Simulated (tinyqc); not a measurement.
Nanowire ballistic transistor, top-of-the-barrier model: two steps of the calculation.

At the top of the source barrier, states moving towards the drain are filled by the source (Fermi level 0) and states moving back by the drain (Fermi level -q Vd); nothing scatters. U is the shift of the band edge there, set by the capacitances CG, CD and CS (the total) and by the charge. Parabolic one-dimensional subband; the source is grounded.

Parameters, values chosen for the exercise; mass and valleys close to those of germanium: temperature T = 400 K; effective mass m = 0.121 m0; valley degeneracy gv = 4; relative permittivity of the gate insulator eox = 9; insulator thickness tox = 3.2 nm; wire diameter d = 3 nm; gate control CG/CS aG = 0.83; drain control CD/CS aD = 0.097; band edge at the barrier top above the source Fermi level at zero bias E0 = 0.24 eV; gate voltage Vg = 0.7 V; drain voltage Vd = 0.7 V.

Constants: q = 1.602176634e-19 C, kB = 1.380649e-23 J/K, hbar = 1.054571817e-34 J s, m0 = 9.1093837015e-31 kg, Vt = kB T/q, eps0 = 8.8541878128e-14 F/cm where lengths are in cm. Results are converted to the units shown.

Problem 1. Density of states, capacitances and charge at zero bias. N0 = gv sqrt(2 m kB T/pi)/hbar, CG = 2 pi eps0 eox/ln(1 + 2 tox/d), CS = CG/aG, n0 = n at U = 0 and Vd = 0. eta1 = -(E0 + U)/Vt, eta2 = eta1 - Vd/Vt, n = (N0/2)[F_(-1/2)(eta1) + F_(-1/2)(eta2)], F_(-1/2)(x) = (1/sqrt(pi)) int_0^infinity u^(-1/2)/(1 + exp(u - x)) du. UL = -(aG Vg + aD Vd).

Wanted: N0; CG; CS; n0; UL.

Solution 1.

N0 = 7.467e6 cm^-1
CG = 4.384 pF/cm
CS = 5.282 pF/cm
n0 = 7063 cm^-1
UL = -0.6489 eV

Problem 2. Self-consistent potential at the barrier top. U(out) = UL + q (n - n0)/CS. Newton step: U(new) = U + (U(out) - U)/(1 + CQ/CS), CQ = (q/Vt) dn/d(eta1) with both F' summed; F' = dF_(-1/2)/dx.

U at the start (U = UL) = -0.6489 eV
N0 = 7.4667689e6 cm^-1
CS = 5.2818963 pF/cm
n0 = 7062.7731 cm^-1
UL = -0.6489 eV

Wanted: eta1; eta2; n; U(out); CQ; U after iteration 1.

Solution 2.

eta1 = 11.863
eta2 = -8.4452
n = 1.4466e7 cm^-1
U(out) = -0.21030 eV
CQ = 2.8735 pF/cm
U after iteration 1 = -0.36484 eV

Program tinyqc, `OMP_NUM_THREADS=1 python tinyqc.py 2400088 2400089 out.jsonl`; Intel Xeon 2.30GHz, shared host, one thread, about 0.03 s.
